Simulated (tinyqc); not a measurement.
Worked calculation: Hueckel theory of the pi electrons, for the molecule O=c1cccccc1 (SMILES; centres numbered as the heavy atoms are written). Computed by tinyqc, a small Python program that keeps every step. Settings: charge = 0. Command: `OMP_NUM_THREADS=1 python tinyqc.py 22937 22938 out.jsonl` (the two numbers bound the seeds that draw the settings). One thread of a shared host (Intel(R) Xeon(R) Processor @ 2.60GHz), about 0.01 s of CPU time with the checks.

## The Hueckel matrix

Centres:
```
centre  z_r, pi electrons of the neutral centre         h
1O                                            1  1.080000
2C                                            1  0.000000
3C                                            1  0.000000
4C                                            1  0.000000
5C                                            1  0.000000
6C                                            1  0.000000
7C                                            1  0.000000
8C                                            1  0.000000
```

Bonds:
```
i  j         k
1  2  0.950000
2  3         1
3  4         1
4  5         1
5  6         1
6  7         1
7  8         1
8  2         1
```

H_rr = alpha + h_r beta, H_rs = k_rs beta for bonded centres.

Hueckel matrix in units of beta (H = alpha + beta A), lower triangle:
```
          1O        2C        3C        4C        5C        6C        7C        8C
1O  1.080000
2C  0.950000  0.000000
3C  0.000000  1.000000  0.000000
4C  0.000000  0.000000  1.000000  0.000000
5C  0.000000  0.000000  0.000000  1.000000  0.000000
6C  0.000000  0.000000  0.000000  0.000000  1.000000  0.000000
7C  0.000000  0.000000  0.000000  0.000000  0.000000  1.000000  0.000000
8C  0.000000  1.000000  0.000000  0.000000  0.000000  0.000000  1.000000  0.000000
```

## Orbitals

pi electrons, sum of z_r less the charge = 8

Diagonalise; E = alpha + x beta with beta < 0, so the largest x are filled first; degenerate levels share their electrons. P = sum n_i c_ri c_si; each orbital has its largest coefficient positive (the first on a tie).

x values: 2.190911  1.623195  1.246980  0.760483  -0.445042  -0.596629  -1.801938  -1.897959

occupations: 2.000000  2.000000  2.000000  2.000000  0.000000  0.000000  0.000000  0.000000

coefficients:
```
         MO1        MO2        MO3        MO4        MO5        MO6        MO7        MO8
1O  0.452673   0.512171   0.000000   0.646833   0.000000  -0.282910   0.000000  -0.185301
2C  0.529347   0.292851   0.000000  -0.217552   0.000000   0.499301   0.000000   0.580862
3C  0.364856  -0.005604   0.417907  -0.389968   0.521121  -0.014566   0.231921  -0.463208
4C  0.270020  -0.301948   0.521121  -0.079012  -0.231921  -0.490610  -0.417907   0.298288
5C  0.226734  -0.484516   0.231921   0.329881  -0.417907   0.307279   0.521121  -0.102930
6C  0.226734  -0.484516  -0.231921   0.329881   0.417907   0.307279  -0.521121  -0.102930
7C  0.270020  -0.301948  -0.521121  -0.079012   0.231921  -0.490610   0.417907   0.298288
8C  0.364856  -0.005604  -0.417907  -0.389968  -0.521121  -0.014566  -0.231921  -0.463208
```

charge and bond-order matrix P, lower triangle:
```
           1O         2C         3C         4C         5C        6C        7C        8C
1O   1.771251
2C   0.497783   0.826598
3C  -0.179908   0.552665   0.919744
4C  -0.167051   0.143396   0.697605   0.883787
5C   0.135718  -0.187272   0.107438   0.604631   0.897545
6C   0.135718  -0.187272  -0.280247   0.121196   0.682396  0.897545
7C  -0.167051   0.143396  -0.173514  -0.202481   0.121196  0.604631  0.883787
8C  -0.179908   0.552665   0.221161  -0.173514  -0.280247  0.107438  0.697605  0.919744
```

## Energy, charges, bond orders

E = sum n x; q_r = z_r - P_rr; bond order p = P_rs; free valence = sqrt(3) - sum of p over the bonds of the atom.

pi energy = 8 alpha + this times beta = 11.643136

pi charges: 1O -0.771251, 2C 0.173402, 3C 0.080256, 4C 0.116213, 5C 0.102455, 6C 0.102455, 7C 0.116213, 8C 0.080256

Bond orders and lengths from R = 1.517 - 0.180 p (angstrom, C-C alone):
```
bond         p         R
1-2   0.497783         -
2-3   0.552665  1.417520
3-4   0.697605  1.391431
4-5   0.604631  1.408166
5-6   0.682396  1.394169
6-7   0.604631  1.408166
7-8   0.697605  1.391431
8-2   0.552665  1.417520
```

free valence of the carbons: 2C 0.128938, 3C 0.481780, 4C 0.429815, 5C 0.445024, 6C 0.445024, 7C 0.429815, 8C 0.481780

gap between the highest filled and the next level = 1.205525 |beta|
